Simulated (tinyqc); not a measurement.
# Worked calculation: voltage acceleration of oxide breakdown, four models on the same data

Computed by the program tinyqc: `OMP_NUM_THREADS=1 python tinyqc.py 2070120 2070121 out.jsonl`, one thread of a shared Intel Xeon 2.30GHz, about 0.01 s for the whole run. Printed values are rounded.

Field E = V/tox in MV/cm. Models: ln(t63/1 s) = a - c X with X = E (E model), -1/E (1/E model), ln V (power law, c the exponent n) or sqrt(E).

Values chosen for this exercise: oxide thickness tox = 2.5 nm; use voltage Vu = 1.7 V; stress temperature Ts = 423 K; use temperature Tu = 328 K; activation energy Ea = 0.72 eV; factor for area and percentile ks = 0.00055.

Constants: q = 1.602176634e-19 C, kB = 1.380649e-23 J/K. Results are converted to the units shown.

Range of the model: All four laws are empirical fits; none is established far below the stress range.

## Fitting the models

```
stress  V (V)  t63 (s)
0        2.76    54870
1        3.34      200
2        3.77    3.114
```

The three stress times were made with the E model, c = 2.42, and are treated as data. For each model fit ln t63 on X by least squares over the three points.

```
model          c          a  largest misfit in ln t63 (0: below 0.002)
E       2.420003   37.62956                                  0.0000000
1/E     397.1720  -24.89830                                  0.4681696
power   31.17991   42.66063                                  0.2397489
sqrt E  17.39826   68.77029                                  0.1209950
```

The worst misfit of any model is 0.47 in ln t63, a factor of 1.60 in time, comparable to the scatter of t63 from small samples, so such data hardly tell the models apart.

## Projection to use conditions

Project to Vu, multiply by exp[(Ea q/kB)(1/Tu - 1/Ts)] and by ks; ten years are 3.15576e8 s. The largest voltage for ten years solves the same relation for V.

temperature factor = 305.1981

```
model   lifetime (years)  largest voltage for ten years (V)
E               8.344321                           1.681301
1/E           1.900060e6                           2.146744
power           1168.798                           1.980457
sqrt E          77.41778                           1.856836
```

The lifetimes span 5.36 decades, from the E model (most cautious) to the 1/E model; the allowed voltage spans 1.68 to 2.15 V. 3 of the four models pass ten years at Vu. Lifetimes beyond a thousand years are formal extrapolations.
